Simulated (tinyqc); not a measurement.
Metal-interlayer-semiconductor contact, depinning against tunnelling resistance: contact resistivity against the interlayer thickness.

Zero bias, n-type semiconductor. Gap states at the semiconductor surface thin out as exp(-be ti), which unpins the barrier; electrons must then cross the interlayer (a rectangular barrier, no voltage drop across it) and the parabolic depleted layer, both by WKB. Energies E are counted from the Fermi level; no image force, parabolic bands.

S = 1/(1 + (1/S0 - 1) exp(-be ti)); phiB = S (phiM - chi) + (1 - S)(Eg - E0); xi = Ec - EF deep inside, from Nd = Nc F(-xi/Vt), F(x) = (2/sqrt(pi)) int_0^infinity sqrt(u) du/(1 + exp(u - x)); band bending U = phiB - xi; E00 = (hbar/2) sqrt(Nd/(eps0 eps_r mt m0)) in volts; A = 4 pi q mA m0 kB^2/h^3. With U = phiB - xi: for xi < E < phiB, y = (E - xi)/U and G1 = (U/E00) [sqrt(1 - y) - y ln((1 + sqrt(1 - y))/sqrt(y))], G1 = 0 above phiB; G2 = 2 ti sqrt(mi max(phiB + dE - E, 0)/C), C = hbar^2/(2 m0); f = 1/(1 + exp(E/Vt)); 1/rho_c = (A T^2/Vt^2) times the integral of exp(-G1 - G2) f over E from xi upwards. Shares under 0.001 % are printed as 0; rows without band bending are left out.

Parameters, values chosen for the exercise; semiconductor values close to those of gallium arsenide; interlayer mass of the order of that in silicon nitride, offset chosen freely: temperature T = 300 K; band gap Eg = 1.44 eV; relative permittivity eps_r = 12.5; electron affinity chi = 3.96 eV; conduction-band density of states at T Nc = 4.4e17 cm^-3; tunnelling mass in the semiconductor mt = 0.0646 m0; Richardson mass mA = 0.0693 m0; donor density Nd = 2.8e19 cm^-3; charge-neutrality level above the valence band E0 = 0.51 eV; pinning factor without interlayer S0 = 0.099; metal work function phiM = 4.1 eV; conduction-band offset of the interlayer above the semiconductor dE = 2.13 eV; tunnelling mass in the interlayer mi = 0.45 m0; decay constant of gap states through the interlayer be = 3.9 1/nm.

Constants: q = 1.602176634e-19 C, kB = 1.380649e-23 J/K, eps0 = 8.8541878128e-12 F/m, hbar = 1.054571817e-34 J s, h = 6.62607015e-34 J s, m0 = 9.1093837015e-31 kg, Vt = kB T/q, hbar^2/(2 m0) = 0.0380998212 eV nm^2. Results are converted to the units shown.

The same in every row: E00/Vt = 4.23.

Contact resistivity against the interlayer thickness:
```
ti (nm)       S  phiB (eV)  rho_c (ohm cm^2)  rho_c with G2 = 0 (ohm cm^2)  peak of the integrand (eV)  share above phiB (%)
0        0.0990      0.852           1.15e-6                       1.15e-6                     -0.0265                     0
0.2       0.193      0.777           7.01e-6                       6.57e-7                     -0.0262                     0
0.4       0.343      0.659           2.86e-5                       2.76e-7                     -0.0267                     0
0.6       0.533      0.509           8.43e-5                       9.53e-8                     -0.0280                     0
0.8       0.713      0.366           2.45e-4                       3.63e-8                     -0.0298                     0
1         0.844      0.263           9.27e-4                       1.88e-8                     -0.0313               0.00483
1.2       0.922      0.202           0.00477                       1.30e-8                     -0.0319                0.0363
1.4       0.963      0.169            0.0304                       1.08e-8                     -0.0316                 0.109
1.6       0.983      0.154             0.219                       9.86e-9                     -0.0307                 0.197
```

As ti goes from 0 to 1.6, phiB falls from 0.852 to 0.154 eV and rho_c rises from 1.15e-6 to 0.219 ohm cm^2. No thickness listed beats the bare contact: tunnelling through the layer costs more than the change of the barrier gains. The ratio of rho_c to its value with G2 = 0 runs from 1.00 to 2.23e7.

Range of the model: The depletion charge would drop about 0.44 V across such an interlayer (eps_r near 7.5) at ti = 1.1 nm and Nd = 2.8e19 cm^-3, against a band bending of 0.72 V; this model leaves that drop out.

Program tinyqc, `OMP_NUM_THREADS=1 python tinyqc.py 2270025 2270026 out.jsonl`; Intel Xeon 2.30GHz, shared host, one thread, about 0.02 s.
